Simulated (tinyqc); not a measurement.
Raising U: Hubbard chain of 4 sites, mean field against exact. Computed by the program tinyqc. 

one-body matrix (hopping and site energies) (eV):
```
         1        2        3        4
1   0.0000  -0.8300   0.0000   0.0000
2  -0.8300   0.0000  -0.8300   0.0000
3   0.0000  -0.8300   0.0000  -0.8300
4   0.0000   0.0000  -0.8300   0.0000
```

electrons, up and down: 2  2

Collinear unrestricted mean field (the lowest of 40 random starts) against exact diagonalisation.

Exact and mean-field results (eV):
```
U            U/t    E exact  E mean field  mean |n_up - n_down|  double occupancy, exact  first gap in the sector
0.4100    0.4940  -3.322895     -3.301873                0.0000                   0.2244                   0.9121
0.8300    1.0000  -2.967553     -2.881873                0.0000                   0.1988                   0.8123
1.6600    2.0000  -2.387033     -2.072541                0.3935                   0.1521                   0.6547
2.4900    3.0000  -1.948364     -1.528854                0.6966                   0.1138                   0.5369
3.3200    4.0000  -1.621111     -1.190487                0.8199                   0.0849                   0.4484
4.9800    6.0000  -1.188507     -0.814232                0.9177                   0.0494                   0.3300
6.6400    8.0000  -0.927253     -0.615918                0.9534                   0.0312                   0.2578
9.9600   12.0000  -0.637497     -0.413066                0.9792                   0.0152                   0.1774
16.6000  20.0000  -0.388954     -0.248584                0.9925                   0.0057                   0.1083
```

In absolute terms mean field is worst at U/t = 4.0, 0.431 eV too high: at small U it is nearly exact, and at large U it misses only exchange-scale energies. Its local moments set in at U/t = 2.0 of those listed, a broken symmetry that the exact state of a finite cluster with equal spins does not have. Relative to the exact energy its error is 0.6 % at the smallest U, 36 % at most and 36 % at the largest. The double occupancy falls from 0.224 to 0.006; at the largest U the first gap is 0.65 times the exchange scale 4t^2/U.
